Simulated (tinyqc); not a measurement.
Fully depleted semiconductor-on-insulator film with two gates, non-linear Poisson equation by Newton steps: threshold and coupling against the back-gate voltage.

One dimension across the film, front interface at x = 0, back interface at x = ts. psi is counted from the intrinsic level, n = ni exp(psi/Vt) (source grounded), holes neglected, acceptors ionised. Gates act through Cox = eps0 eox/tox and Cbox = 3.9 eps0/tb with potentials G1 = Vg - (phiM - chi - Vt ln(Nc/ni)) and G2 = Vb - (phiB - chi - Vt ln(Nc/ni)). Classical Boltzmann densities, no interface charge, no depletion in the back plane.

ni = sqrt(Nc Nv) exp(-Eg/(2 Vt)), Eg in volts. The Poisson equation eps0 eps_r d2psi/dx2 = q (n + Na), with -eps0 eps_r dpsi/dx = Cox (G1 - psi) at x = 0 and eps0 eps_r dpsi/dx = Cbox (G2 - psi) at x = ts, is solved on 300 equal intervals with half boxes at both ends; N_inv is the trapezoid sum of n. VT is the Vg for N_inv = 1e11 cm^-2; -dVT/dVb from the linearised equation. Limits with Cs = eps0 eps_r/ts: front channel Cs Cbox/(Cox (Cs + Cbox)), back channel Cbox (Cox + Cs)/(Cox Cs). Swing at N_inv = 1e8 cm^-2.

Values chosen for this exercise; band and dielectric values close to those of In0.53Ga0.47As:
```
symbol,value,unit,meaning
T,300,K,temperature
Eg,0.737,eV,band gap
eps_r,13.8,,relative permittivity
Nc,2.07e17,cm^-3,conduction-band density of states at T
Nv,7.78e18,cm^-3,valence-band density of states at T
chi,4.5,eV,electron affinity
eox,25.6,,relative permittivity of the gate insulator (close to zirconium oxide)
tox,3.3,nm,insulator thickness
ts,18,nm,film thickness
tb,15,nm,buried-oxide thickness (eps_r 3.9)
Na,1e15,cm^-3,acceptor density of the film
phiM,4.84,eV,work function of the front gate
phiB,5,eV,work function of the back plane
```

Constants: q = 1.602176634e-19 C, kB = 1.380649e-23 J/K, Vt = kB T/q, eps0 = 8.8541878128e-14 F/cm where lengths are in cm. Results are converted to the units shown.

The same in every row: front-channel limit = 0.0250; back-channel limit = 0.373.

Results:

| Vb (V) | VT (V) | centroid/ts at VT | -dVT/dVb | swing (mV/decade) |
|---|---|---|---|---|
| -2.25 | 0.465 | 0.0361 | 0.0344 | 61.6 |
| -0.75 | 0.407 | 0.0782 | 0.0454 | 62.5 |
| 0 | 0.365 | 0.186 | 0.0742 | 65.6 |
| 0.75 | 0.259 | 0.704 | 0.238 | 77.1 |
| 1.5 | 0.0338 | 0.917 | 0.334 | 80.0 |
| 2.25 | -0.224 | 0.954 | 0.351 | 80.7 |

Estimate the missing row, Vb = -1.5 V.

Computed row:

| Vb (V) | VT (V) | centroid/ts at VT | -dVT/dVb | swing (mV/decade) |
|---|---|---|---|---|
| -1.5 | 0.438 | 0.0493 | 0.0379 | 61.9 |

With this row back in the table: As Vb goes from -2.25 to 2.25, VT falls from 0.465 to -0.224 V, the centroid rises from 0.0361 to 0.954 of ts and -dVT/dVb rises from 0.0344 to 0.351. The coupling covers 2.70 % of the way from the front-channel to the back-channel limit in the first row and 93.8 % in the last. A positive back bias draws the electrons to the back interface, where the back gate has more leverage and the front gate less, so the swing worsens.

Program tinyqc, `OMP_NUM_THREADS=1 python tinyqc.py 2190011 2190012 out.jsonl`; Intel Xeon 2.30GHz, shared host, one thread, about 0.4 s.
